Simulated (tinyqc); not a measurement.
Inside a calculation. Model: vibrations of a mass or spring defect in a linear chain. Computed by tinyqc, a small Python program that keeps every step. Command: `OMP_NUM_THREADS=1 python tinyqc.py 3017616 3017617 out.jsonl localmode walk`. One thread of a shared host (Intel(R) Xeon(R) Processor @ 2.30GHz), about 0.01 s of CPU time with the checks. Intermediate numbers are printed to about 5 digits and carried at full precision; extremes and crossings named in words are read from the listed rows.

A ring of N atoms with nearest-neighbour springs k and motion along the chain. Atom 1 is the defect, of mass M', and its two springs are k'. All other atoms have the mass M.

Inputs (values chosen for the exercise, for a model chain):

| quantity | value | unit |
|---|---|---|
| spring constant k | 2.27 | eV/angstrom^2 |
| host mass M | 79.1 | u |
| defect mass M' | 250 | u |
| spring ratio k'/k at the defect | 1.6 | - |
| atoms in the ring N | 6 | - |
| isotope mass step | 2 | u |

Host: monatomic.

Constants: nu for 1 eV/(angstrom^2 u) = 15.6333042 THz.

## Band edges of the host

Host band: lambda from 0 to 4k/M. nu = 15.6333042 THz x sqrt(lambda), lambda in eV/(angstrom^2 u).

band edges (THz): 0.0000  5.2967

## Dynamical matrix of the ring

D_ii = (sum of the two springs at i)/M_i, D_ij = -k_ij/sqrt(M_i M_j) for neighbours, closed into a ring.

D (eV/(angstrom^2 u)), lower triangle (symmetric):
```
           1          2          3          4          5         6
1   0.029056
2  -0.025828   0.074614
3   0.000000  -0.028698   0.057396
4   0.000000   0.000000  -0.028698   0.057396
5   0.000000   0.000000   0.000000  -0.028698   0.057396
6  -0.025828   0.000000   0.000000   0.000000  -0.028698  0.074614
```

## Frequencies of the ring

Diagonalise D and leave out the zero eigenvalue of the uniform shift.

nonzero frequencies (THz): 2.2433  2.9680  4.4624  4.8430  5.3335

1 mode(s) lie outside the host bands, at 5.333 THz.

## The highest mode of a long ring

The same matrix for 120 atoms; amplitudes are the mass-weighted eigenvector, in size, relative to the defect, for the highest mode; its weight is the squared component of the normalised eigenvector on the defect.

highest frequency, long ring = 5.3079 THz

weight of the highest mode on the defect = 0.039542

amplitudes on atoms 1 to 8: 1.0000  1.6692  1.4653  1.2863  1.1291  0.9912  0.8701  0.7638

ratio to the top of the host band = 1.0021

A local mode: it lies 0.2 % above the host band and its amplitude falls by a factor 1.30 every two atoms beyond the first neighbour.

## Convergence with the size of the ring

The formulas are those given above.

Highest mode:

| N | frequency (THz) | weight on the defect | modes outside the bands |
|---|---|---|---|
| 4 | 5.3533 | 0.10514 | 1 |
| 6 | 5.3335 | 0.07194 | 1 |
| 8 | 5.3247 | 0.05731 | 1 |
| 12 | 5.3166 | 0.04455 | 1 |
| 20 | 5.3109 | 0.03748 | 1 |
| 40 | 5.3082 | 0.03821 | 1 |
| 80 | 5.3079 | 0.03952 | 1 |
| 120 | 5.3079 | 0.03954 | 1 |

The local mode is within 0.01 % of its final value from N = 40 on, and its weight on the defect settles at 0.040: a bound mode needs only a cell larger than its decay length.

## Isotope shift of the local mode

Raise M' by the isotope step in the 120-atom ring. First order, good only for a step much smaller than M': Delta nu/nu = -(1/2) (weight on the defect) Delta M'/M'; a defect vibrating against fixed neighbours would give sqrt(M'/(M' + step)) - 1.

shift, exact = -0.015414 %

shift, first order = -0.015817 %

shift, fixed neighbours = -0.39762 %

The shift is 4 % of the fixed-neighbour value; all other atoms together carry 96 % of the kinetic energy of the mode.

Checks made by the program: sum of eigenvalues against the trace of D (relative difference below 1e-10).
